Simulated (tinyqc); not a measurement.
Worked calculation: Rutherford backscattering from a thin compound film on silicon: kinematics, yields, composition and thickness. Computed by tinyqc, a small Python program that keeps every step. Command: `OMP_NUM_THREADS=1 python tinyqc.py 3027727 3027728 out.jsonl rbs walk`. One thread of a shared host (Intel(R) Xeon(R) Processor @ 2.30GHz), about 0.01 s of CPU time with the checks. Intermediate numbers are printed to about 6 digits and carried at full precision; extremes and crossings named in words are read from the listed rows.

Singly charged helium ions (Z1 = 2, M1 = 4.0026 u) enter at the tilt angle a1 to the normal and leave at a2 = |180 - theta - tilt| in the same plane. The film is A B_x.

Inputs (values chosen for the exercise, modelled on a helium beam on WSi2): beam energy E0 = 2.3 MeV; scattering angle theta = 170 degrees; tilt of the sample = 0 degrees; heavy element: Z_A = 74; heavy element: mass M_A = 183.8 u; heavy element: stopping eps_A at 2 MeV = 116 1e-15 eV cm^2; light element: Z_B = 14; light element: mass M_B = 28.09 u; light element: stopping eps_B at 2 MeV = 49.1 1e-15 eV cm^2; atoms of B per atom of A, x = 1.76; atomic density of the film = 72.6 1/nm^3; film thickness d = 40 nm; collected charge = 35 microcoulomb; detector solid angle = 3.2 msr; detector resolution (FWHM) = 14 keV.

Constants: e^2/(4 pi eps_0) = 14.39964548 eV angstrom; e = 1.602176634e-19 C.

## Kinematics

Kinematic factor K = [(sqrt(M^2 - M1^2 sin^2 theta) + M1 cos theta)/(M + M1)]^2. Surface edges lie at K E0; substrate silicon has M = 28.09 u. Mass resolution at M_A = resolution/(E0 dK/dM).

kinematic factors: A 0.917172, B 0.565784, Si 0.565784

surface edges (keV): A 2109.50, B 1301.30, Si 1301.30

mass resolution at M_A = 14.1040 u

K flattens for heavy targets, so masses within 14.1 u of A cannot be told apart.

## Peak widths (surface approximation)

Stopping per atom eps(E) = eps(2 MeV) (E/2 MeV)^(-0.4) (a law chosen for the exercise); Bragg rule eps_film = (eps_A + x eps_B)/(1 + x); areal density N d, with 1/nm^2 = 0.1 x 1e15/cm^2. Width of the signal of element i: [K_i eps(E0)/cos a1 + eps(K_i E0)/cos a2] N d; depth resolution = resolution x d/width of A; energy lost on the way in = eps(E0) N d/cos a1.

areal density N d = 290.4 1e15 atoms/cm^2

film stopping at E0 = 69.3516 1e-15 eV cm^2

widths (keV): A 39.6416, B 37.0775

depth resolution = 14.1266 nm

energy lost on the way in = 20.1397 keV

The signal of A spans 2.8 resolution widths, so its width measures the thickness. Caution: the silicon signal of the film merges with that of the substrate, so only the width of A can be read directly.

## Yields

Rutherford cross section in the laboratory frame: sigma = (Z1 Z e^2/(4 pi eps_0 4E))^2 (4/sin^4 theta) (r + cos theta)^2/r, r = sqrt(1 - (M1 sin theta/M)^2), times the screening factor 1 - 0.049 Z1 Z^(4/3)/E (E in keV); 1 angstrom^2 = 1e8 barn. Counts = (charge/e) x solid angle x sigma(E_mean) x areal density of the element/cos a1, E_mean = E0 - half the energy lost on the way in; 1 barn = 1e-24 cm^2. The ratio of areas returns x = (Y_B/Y_A)(sigma_A/sigma_B), with the counting error sqrt(1/Y_A + 1/Y_B).

cross sections (barn/sr): A 5.41835, B 0.18867

counts: A 398531, B 24424

ratio of areas Y_B/Y_A = 0.0612839

counting error of x without background = 0.659192 %

The cross sections differ by 28.7, near (Z_A/Z_B)^2 = 27.9. The silicon signal of the film runs into that of the substrate and appears as a step, not a peak. Caution: film and substrate silicon overlap, so Y_B must be separated by a fit.

## Surface approximation against the full path

Surface approximation as above. Full path: dE/ds = -eps(E) integrates to E^1.4 = E(start)^1.4 - 1.4 eps(2 MeV) 2000^0.4 s (keV), applied in (s = N d/cos a1), then K, then out (s = N d/cos a2); width = K E0 - exit energy. The last column is the error in thickness if the full width is read with the surface formula.

Widths (keV):
```
d (nm)  A, surface  A, full  B, full  error (%)
5            4.955    4.958    4.638    0.04705
10           9.910    9.920    9.283    0.09423
20          19.821   19.858   18.592    0.18899
50          49.552   49.788   46.684    0.47655
100         99.104  100.062   94.074    0.96712
150        148.656  150.845  142.220    1.47258
200        198.208  202.160  191.180    1.99386
300        297.312  306.493  291.816    3.08810
```

The error grows roughly in proportion to thickness, from 0.05 % to 3.1 %, because the ion slows and the stopping rises along the path. The signals of A and B would overlap once the width of A exceeds the gap between the edges, 808 keV.

Checks made by the program: kinematic factor against energy and momentum conservation (relative difference below 1e-10).
